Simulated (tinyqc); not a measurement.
The integration grid: Kohn-Sham PBE on finer and finer grids in the sto-3g basis, for H4, spin multiplicity 1. Computed by the program tinyqc with PySCF. Self-consistent on each grid; the net force on the molecule should vanish.

Geometry (angstrom):
```
atom       x       y       z
H     0.0000  0.0000  0.0000
H     0.0000  0.0000  0.7590
H     0.0000  1.0800  0.0000
H     0.0000  1.0800  0.7590
```

Kohn-Sham energy on Becke grids (radial x angular points per atom):
```
grid       points  residual of the electron count  E (hartree)  E - finest (mhartree)  largest net force without grid terms (hartree/bohr)
10 x 14       548                        2.03e-02     -2.07025               -5.80816                                             5.00e-16
15 x 26      1540                       -1.45e-02     -2.06172                2.72617                                             1.11e-15
20 x 50      3972                       -4.35e-04     -2.06414                0.30775                                             6.11e-16
30 x 86     10280                       -7.58e-04     -2.06421                0.23302                                             4.44e-16
50 x 194    38732                       -3.89e-05     -2.06444                0.00899                                             4.44e-16
75 x 302    90436                       -3.49e-06     -2.06444                0.00055                                             5.00e-16
120 x 590  282460                       -1.36e-09     -2.06444                0.00000                                             7.77e-16
```

What does the comparison show, and why?

The energy is within 0.1 mhartree of the finest grid first at 50 x 194. The error has both signs, since quadrature is not variational. The net force vanishes by symmetry here, so only the electron count signals a poor grid.
